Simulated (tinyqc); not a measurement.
Thin film modes against wave vector: bulk, surface, particle and sheet plasmons.

Zero temperature, parabolic band: kF = (3 pi^2 n)^(1/3), EF = c kF^2/m, Ep^2 = 8 pi c e2 n/(m eb), qTF^2 = 6 pi e2 n/(eb EF), c = hbar^2/2m0, e2 = e^2/(4 pi eps0), n in 1/angstrom^3 (1e-24 per 1/cm^3).

Constants: hbar^2/2m0 = 3.80998211 eV angstrom^2; e^2/(4 pi eps0) = 14.39964547 eV angstrom.

Parameters, chosen for this exercise (mass and background constant near those of GaAs; polar phonons, which mix with the plasmon in the real crystal, and the rise of the mass with filling are left out; shifted at random, so the results belong to these values and not to a real crystal): n = 9.8e+18 1/cm^3 (electron density); m = 0.0687 m0 (mass); eb = 10.8 (background dielectric constant); ed = 1 (dielectric constant of the surroundings); d = 50 angstrom (film thickness).

Drude medium eps = eb (1 - Ep^2/E^2), no retardation. A film of thickness d has modes eps = -ed coth(q d/2) (lower) and eps = -ed tanh(q d/2) (upper); a sheet with ns = n d has E^2 = 4 pi c e2 ns q/(m ed). One surface: eps = -ed; small sphere: eps = -2 ed.

Modes (meV):
```
q d    q (1/angstrom)  lower  upper  sheet
0.020        0.000400  42.13  134.9  44.35
0.050         0.00100  62.22  134.8  70.12
0.10          0.00200  79.89  134.6  99.17
0.20          0.00400  97.17  134.3  140.2
0.50           0.0100  115.0  133.4  221.7
2.0            0.0400  127.4  130.4  443.5
4.0            0.0800  128.9  129.3  627.2
8.0             0.160  129.1  129.1  887.0
```

Give the missing row, q d = 1.0.

Computed row:
```
q d  q (1/angstrom)  lower  upper  sheet
1.0          0.0200  123.2  132.2  313.6
```

bulk, surface, sphere (meV): 135.0  129.1  124.0

At small q d the lower mode tends to the sheet law sqrt(q) (no listed row is yet within 5 %) and the upper one starts near the bulk value. At q d = 8 the two are 0.0073 meV apart around the surface value 129.1 meV. Retardation, left out here, matters where q is below about three times sqrt(ed) E/(hbar c), hbar c = 1973.27 eV angstrom: that holds for 0 of the rows (from the top) for the lower mode and 0 for the upper one. From q d = 2 on q exceeds half of kF = 0.0662 1/angstrom, where a local dielectric function has failed; it does so earlier, once hbar vF q nears the mode energy.

Program tinyqc; command `OMP_NUM_THREADS=1 python tinyqc.py 1650990 1650991 out.jsonl`; about 0.01 s on one thread of a shared Intel(R) Xeon(R) Processor @ 2.30GHz.
